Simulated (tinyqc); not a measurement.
Inside a calculation: carbon nanotube by zone folding. Values are carried at full precision from step to step, so a last printed digit may differ when a step is redone from the rounded ones.

Circumference C = n a1 + m a2, a = sqrt3 acc; d = a sqrt(n^2 + nm + m^2)/pi; tan(theta) = sqrt3 m/(2n + m); dR = gcd(2n + m, 2m + n); T = t1 a1 + t2 a2 with t1 = (2m + n)/dR, t2 = -(2n + m)/dR, |T| = sqrt3 pi d/dR; N = 2 (n^2 + nm + m^2)/dR hexagons a cell. On cutting line mu = 0 to N - 1 at x = k|T|/(2 pi) the phases are p1 = 2 pi (-t2 mu + m x)/N, p2 = 2 pi (t1 mu - n x)/N, and E = -/+ t |1 + exp(i p1) + exp(i p2)|.

Parameters, chosen for this exercise (near those used for carbon; shifted at random, so the results belong to these values and not to a real crystal): n = 6 (chiral index); m = 3 (chiral index); acc = 1.42 angstrom (bond length); t = 2.85 eV (hopping); mu = 15 (cutting line); x = -0.48 (position on the line).

## Geometry

Form d, theta, dR, t1, t2, N and |T|, and (n - m) mod 3.

d = 6.214 angstrom
theta = 19.11 degrees

dR, t1, t2, N: 3  4  -5  42

|T| = 11.271 angstrom
(n - m) mod 3 = 0

A cutting line passes through K: metallic in zone folding; chiral, 84 atoms a cell. Below about 8 angstrom curvature mixes sigma and pi states and zone folding fails.

## One point of one line

Form the phases and the energy.

p1, p2 (rad): 11.00455  9.40683

E of the upper band = 2.7988 eV

## Band edges

The three lowest distinct minima of E along the lines, doubled (the transition between mirror bands), against the cone: 2 t acc j/d with j = 1, 2, 4 for semiconducting and 0, 3, 3 for metallic tubes.

Transitions (eV):

| order | zone folding | cone |
|---|---|---|
| 1 | 0.0000 | 0.0000 |
| 2 | 3.4619 | 3.9076 |
| 3 | 3.8303 | 3.9076 |

Trigonal warping splits the first pair of the metallic tube by 0.3684 eV. Measured optical lines also hold self-energy and exciton terms.

## The small gap from curvature

Rolling tilts the orbitals and moves K off the line: Eg = (3/4) t (acc/d)^2 |cos(3 theta)| in the estimate used here (misalignment of pi orbitals alone).

gap = 60.3 meV

It falls as 1/d^2 and is largest for zigzag tubes.

Computed by tinyqc, a small Python program: `OMP_NUM_THREADS=1 python tinyqc.py 1451531 1451532 out.jsonl` (the numbers bound the seed that draws the inputs); one thread of a shared host (Intel(R) Xeon(R) Processor @ 2.30GHz), about 0.02 s for the whole set of steps.
